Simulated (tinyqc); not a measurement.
Changing the residual resistivity rho_0: Bloch-Grueneisen resistivity of a metal. Computed by tinyqc, a small Python program. Command: `OMP_NUM_THREADS=1 python tinyqc.py 3020276 3020277 out.jsonl bg sweep`. One thread of a shared host (Intel(R) Xeon(R) Processor @ 2.30GHz), about 0.01 s of CPU time with the checks.

Electrons scatter from a Debye spectrum of phonons (n = 5 for scattering within one band, n = 3 for scattering into a second, heavy band) and from static defects.

Inputs (values chosen for the exercise, modelled on nickel):

| quantity | value | unit |
|---|---|---|
| exponent n | 3 | - |
| Debye temperature Theta | 405 | K |
| transport coupling lambda_tr | 0.25 | - |
| Drude plasma energy hbar w_p | 6.2 | eV |
| temperature T | 295 | K |

Addition: none.

Constants: k_B = 1.380649e-23 J/K; hbar = 1.054571817e-34 J s; eps_0 = 8.8541878128e-12 F/m; hbar = 6.582119569e-16 eV s; k_B = 8.617333262e-05 eV/K.

Method:
- J_n(y) = int_0^y x^n e^x/(e^x - 1)^2 dx, by 96 Gauss-Legendre points (upper limit at most 60).
- rho_ph = (n - 1) rho_1 (T/Theta)^n J_n(Theta/T), with rho_1 = 2 pi lambda_tr k_B Theta/(hbar eps_0 w_p^2), the high-temperature line at T = Theta.
- Matthiessen's rule: rho = rho_0 + rho_ph.
- Temperature coefficient (1/rho) d rho/dT by a central difference of +/- 0.5 K; residual ratio rho(295 K)/rho(4.2 K); scattering time tau = 1/(eps_0 w_p^2 rho); Wiedemann-Franz kappa = L_0 T/rho, L_0 = (pi^2/3)(k_B/e)^2.

One run for each value:

| residual resistivity rho_0 (microohm cm) | temperature coefficient (1e-3/K) | residual resistance ratio | resistivity rho (microohm cm) |
|---|---|---|---|
| 0.002 | 3.8971 | 3.2959e+03 | 7.154 |
| 0.0073 | 3.8942 | 9.5833e+02 | 7.159 |
| 0.026 | 3.8840 | 2.7428e+02 | 7.178 |
| 0.095 | 3.8471 | 7.6147e+01 | 7.247 |
| 0.35 | 3.7163 | 2.1424e+01 | 7.502 |
| 1.3 | 3.2986 | 6.5006e+00 | 8.452 |
| 4.6 | 2.3723 | 2.5547e+00 | 11.752 |
| 17 | 1.1543 | 1.4207e+00 | 24.152 |
| 60 | 0.4152 | 1.1192e+00 | 67.152 |

Over the rows, temperature coefficient (1e-3/K) falls from 3.90 to 0.415 (exponent d ln y / d ln x -5.7e-4 between the first rows and -0.81 between the last); residual resistance ratio falls from 3300 to 1.12 (exponent d ln y / d ln x -0.95 between the first rows and -0.19 between the last); resistivity rho (microohm cm) rises from 7.15 to 67.2 (exponent d ln y / d ln x 5.7e-4 between the first rows and 0.81 between the last). At the low end the exponent of residual resistance ratio is -0.95, close to -1: a clean metal, where the ratio is rho(295 K)/rho_0. The product rho times the coefficient, d rho/dT, stays at 27.9 nanoohm cm/K: Matthiessen's rule keeps it fixed.
